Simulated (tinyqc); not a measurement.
From results back to parameters: Shockley-Read-Hall recombination through one deep level. Three cases, with inputs chosen for the exercise.

Problem. Deep-level transient spectroscopy: the emission rate is en = gam sigma T^2 exp(-dE/kB T), dE = Ec - Et. Two rates were computed from hidden dE and sigma.

Constants: kB = 8.617333262e-05 eV/K.

Case 1.

Values chosen (out of a larger set: gap and densities of states near those of Si at this temperature; not measured data): gam = 4.2e+21 1/(cm^2 s K^2) (vth Nc/T^2, which does not depend on T); T1 = 171 K; T2 = 205 K.

en(T1) = 29.8924 1/s
en(T2) = 2309.22 1/s

Case 2.

Values chosen (out of a larger set: gap and densities of states near those of Si at this temperature; not measured data): gam = 4.9e+21 1/(cm^2 s K^2) (vth Nc/T^2, which does not depend on T); T1 = 91 K; T2 = 101 K.

en(T1) = 1.35604 1/s
en(T2) = 18.1632 1/s

Case 3.

Values chosen (out of a larger set: gap and densities of states near those of Si at this temperature; not measured data): gam = 3.6e+21 1/(cm^2 s K^2) (vth Nc/T^2, which does not depend on T); T1 = 166 K; T2 = 197 K.

en(T1) = 45.9391 1/s
en(T2) = 2815.62 1/s

Find: ln(en/T^2) at T1 and T2; dE; sigma.

Solution. ln(en/T^2) against 1/T is a line of slope -dE/kB and intercept ln(gam sigma); plotting ln en alone would overstate dE by about 2 kB T.

Case 1.

ln(en/T^2) at T1 and T2: -6.8857  -2.9014

dE = 0.354 eV
sigma = 6.6e-15 cm^2

Case 2.

ln(en/T^2) at T1 and T2: -8.7171  -6.3308

dE = 0.189 eV
sigma = 9.8e-16 cm^2

Case 3.

ln(en/T^2) at T1 and T2: -6.3967  -2.6235

dE = 0.343 eV
sigma = 1.2e-14 cm^2

Computed by tinyqc, one run a case: `OMP_NUM_THREADS=1 python tinyqc.py N N+1 out.jsonl` with N = 1680485, 1680507, 1680510; one thread of a shared Intel(R) Xeon(R) Processor @ 2.30GHz, about 0.01 s a run at most.
